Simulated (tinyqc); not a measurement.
# Six-transistor SRAM cell, nodal equations and margins: what changes with what

Two cross-coupled inverters (pull-down bn, pull-up bp) hold the nodes Q and QB; access transistors (ba, threshold VTn, gate on the word line at Vdd when selected) join them to the bit lines. Transistor (EKV form, voltages against the body): I = 2 n b Vt^2 [F(vp - Vs) - F(vp - Vd)] from drain to source, F(v) = ln^2(1 + exp(v/(2 Vt))), vp = (Vg - VT + sg |Vd - Vs|)/n. n-channel bodies are at 0; for the p-channel device all voltages are counted down from Vdd. b in uA/V^2 gives I in uA. For an access transistor the bit line is the drain and the node the source. In a read both bit lines are at Vdd. The cell is symmetric (no mismatch).

Values chosen for this exercise:

| symbol | value | unit | meaning |
|---|---|---|---|
| T | 250 | K | temperature |
| Vdd | 0.75 | V | supply voltage |
| n | 1.34 |  | slope factor |
| sg | 0.036 |  | drain-induced barrier lowering |
| VTn | 0.31 | V | n-channel threshold |
| VTp | 0.27 | V | p-channel threshold (magnitude) |
| bn | 620 | uA/V^2 | gain factor of the pull-down transistor |
| ba | 250 | uA/V^2 | gain factor of the access transistor |
| bp | 260 | uA/V^2 | gain factor of the pull-up transistor |

Constants: q = 1.602176634e-19 C, kB = 1.380649e-23 J/K, Vt = kB T/q. Results are converted to the units shown.

Each table varies one quantity; the others keep the values above.

## Effect of the gain factor of the access transistor

f(x) is the node voltage of one half-cell for input x: In = Ip in hold, In = Ip + Ia in a read. Static noise margin: side of the largest square between the curve (x, f(x)) and its mirror image (f(y), y); with h(c) the root x of f(x) - x = c, it is the maximum over c > 0 of h(c) - h(-c) + c. Q is the low node in a read and Iread the current of its access transistor. The write trip is the voltage to which the bit line of the high node must fall (the other staying at Vdd) for that state to vanish; higher is easier, and a negative value means that a grounded bit line does not write.

The same in every row: hold margin (mV) = 307.6.

Results:
```
ba (uA/V^2)  read margin (mV)  Q in a read (mV)  Iread (uA)  write trip (mV)
160                     229.9             39.54       10.17           -30.38
220                     215.8             51.16       12.92            36.56
300                     201.3             64.73       16.00            91.35
420                     185.3             81.91       19.69            140.8
810                     154.0             121.4       27.26            213.5
```

Estimate the missing row, ba = 580 uA/V^2.

Computed row:
```
ba (uA/V^2)  read margin (mV)  Q in a read (mV)  Iread (uA)  write trip (mV)
580                     169.8             100.5       23.41            179.9
```

With this row back in the table: As ba goes from 160 to 810 uA/V^2, the read margin falls from 230 to 154 mV, the write trip rises from -30.4 to 213 mV and Iread rises from 10.2 to 27.3 uA. The read margin is 0.75 of the hold margin in the first row and 0.50 in the last. Read stability and write ability pull in opposite directions. At ba = 160 uA/V^2 the write trip is negative: the cell cannot be written without assist.

## Effect of the drain-induced barrier lowering

Same model as above.

Effect of the drain-induced barrier lowering:
```
sg    hold margin (mV)  read margin (mV)  Q in a read (mV)  Iread (uA)  write trip (mV)
0.02             314.8             216.8             54.13       13.57            54.43
0.05             301.3             203.8             58.55       14.64            65.32
0.08             287.8             190.8             63.02       15.72            75.68
0.11             274.3             177.8             67.52       16.82            85.53
0.14             260.8             164.9             72.04       17.93            94.91
0.17             247.4             152.1             76.58       19.05            103.9
```

What does the comparison show?

As sg goes from 0.02 to 0.17, the read margin falls from 217 to 152 mV, the write trip rises from 54.4 to 104 mV and Iread rises from 13.6 to 19.0 uA. The read margin is 0.69 of the hold margin in the first row and 0.61 in the last. Read stability and write ability pull in opposite directions.

Numbers from tinyqc (`OMP_NUM_THREADS=1 python tinyqc.py 2340030 2340031 out.jsonl`; about 0.1 s on one thread of a shared Intel Xeon 2.30GHz).
